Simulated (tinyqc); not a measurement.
Short-period [001] superlattice in sp3s* tight binding: sweeps and comparisons. A value that a table varies takes the place of the one given here.

Planes alternate anion, cation along [001], a/4 apart; at zero in-plane momentum s, pz, s* form one block. All levels of A are shifted so that its Ev (lower root of [[Epa, Vxx], [Vxx, Epc]]) is 0, and those of B so that its Ev is -dEv. A monolayer is an anion plane and the cation plane above it; an anion between unlike cations takes the mean of the two anion levels; each bond takes the couplings of its cation. Block from an anion to the cation above: U with Vss/2 (s,s), Vsapc/2 (s,z), -Vscpa/2 (z,s), Vxx/2 (z,z), Vxapc/2 (s*,z), -Vpaxc/2 (z,s*); to the cation below: the same with the s-z and s*-z signs reversed. The cell of n + m monolayers is closed with the phase exp(2 pi i q). No spin-orbit coupling. In this block 2 (n + m) levels are filled.

For the two lowest empty levels at q = 0: energy, share of the cation weight on A, and Gamma character, the share of the cation amplitudes with Fourier index |j|/(n + m) < 1/4 along the stack (near 1: Gamma-like, near 0: folded from X).

Parameters, chosen for this exercise (A near a published set for GaAs, B for AlAs; shifted at random, so the results belong to these values and not to a real crystal): pA = (-8.346, 1.038, -2.651, 3.68, 8.575, 6.743, -6.464, 1.959, 5.073, 4.478, 5.771, 4.831, 4.798) eV (order Esa, Epa, Esc, Epc, Exa, Exc, Vss, Vxx, Vxy, Vsapc, Vscpa, Vxapc, Vpaxc); pB = (-7.531, 0.983, -1.162, 3.578, 7.498, 6.708, -6.646, 1.878, 4.294, 5.1, 5.496, 4.524, 5.004) eV (the same for B); dEv = 0.5 eV (valence offset: Ev(B) lies this far below Ev(A)); a = 5.655 angstrom (lattice constant, taken common; strain is left out); nw = 14 (monolayers of A); n2 = 10 (monolayers of A); m2 = 9 (monolayers of B).

## Equal layers of growing thickness

n = m.

Lowest empty levels:
```
n = m,layer (angstrom),E1 (eV),on A,Gamma,E2 (eV),on A,Gamma
2,5.7,1.8967,0.43,0.06,1.9634,0.68,0.88
3,8.5,1.8659,0.18,0.00,1.9277,0.75,0.94
4,11.3,1.8261,0.15,0.07,1.9029,0.74,0.93
6,17.0,1.7921,0.13,0.11,1.8294,0.81,0.92
8,22.6,1.7644,0.88,0.93,1.7858,0.08,0.09
10,28.3,1.7220,0.95,0.99,1.7808,0.00,0.00
12,33.9,1.6908,0.97,1.00,1.7771,0.01,0.00
14,39.6,1.6680,0.98,1.00,1.7733,0.00,0.00
18,50.9,1.6379,0.99,1.00,1.7704,0.00,0.00
```

At zero in-plane momentum (the in-plane X valleys are left out) the lowest level is X-like for n = 2, 3, 4 and 6 and Gamma-like for the others (a Gamma weight between about 0.35 and 0.65 marks an even mixture, at the crossover). Thin layers push the light Gamma electron up past the heavy X electron, whose share on A runs from 0.13 to 0.43, so for n = 3, 4 and 6 it lies apart from the holes in A (type II); the crossover lies between n = 6 and 8. The crossover moves with dEv and with the electron mass, which this model makes too heavy, so it comes at thinner layers than in the real system. At n = 18 the lowest level lies 0.069 eV above the lowest bulk edge of the two crystals, with 99 % of its cation weight on A.

## Miniband width against barrier thickness

nw monolayers of A and m of B; lowest empty level at q = 0 and q = 1/2. The decay constant is ln(width(4)/width(6)) over two monolayers, each a/2 thick.

Lowest miniband:
```
m,E(q = 0) (eV),E(q = 1/2) (eV),width (meV),Gamma character
1,1.6100,1.7139,103.966,0.99
2,1.6354,1.6971,61.714,1.00
3,1.6490,1.6857,36.715,1.00
4,1.6568,1.6789,22.153,1.00
5,1.6615,1.6745,12.989,1.00
6,1.6641,1.6720,7.865,1.00
8,1.6667,1.6694,2.767,1.00
```

decay constant = 0.1831 1/angstrom

The width falls from 104.0 to 2.77 meV, as exp(-kappa d) with kappa = 0.183 1/angstrom, which stands for the decay constant of the barrier at this energy: each monolayer costs a factor 1.68. The level at q = 0 rises by 57 meV towards that of a single well.

## What each change does

A cell with n = n2 and m = m2. Each row changes one parameter from the base and keeps the others.

Results:
```
case,E1 (eV),A share 1,Gamma 1,E2 (eV),A share 2,Gamma 2
base,1.7213,0.95,0.99,1.7820,0.00,0.00
n2 = 12,1.6899,0.97,0.99,1.7819,0.01,0.00
m2 = 11,1.7223,0.95,0.99,1.7799,0.00,0.00
dEv = 0.6 eV,1.6823,0.00,0.00,1.6957,0.09,0.07
```

The largest shifts from the base row, up to three for each result and ties (the steps differ in size, so this ranks the rows, not the parameters). E1 (eV): dEv -0.0390, n2 -0.0314, m2 +0.0010. A share 1: dEv -0.95, n2 +0.02; unchanged at the printed digits by m2. Gamma 1: dEv -0.99; unchanged at the printed digits by n2 and m2. E2 (eV): dEv -0.0863, m2 -0.0021, n2 -0.0000. A share 2: dEv +0.08, n2 +0.00; unchanged at the printed digits by m2. Gamma 2: dEv +0.07; unchanged at the printed digits by n2 and m2.

Program tinyqc; command `OMP_NUM_THREADS=1 python tinyqc.py 1451047 1451048 out.jsonl`; about 0.4 s on one thread of a shared Intel(R) Xeon(R) Processor @ 2.30GHz.
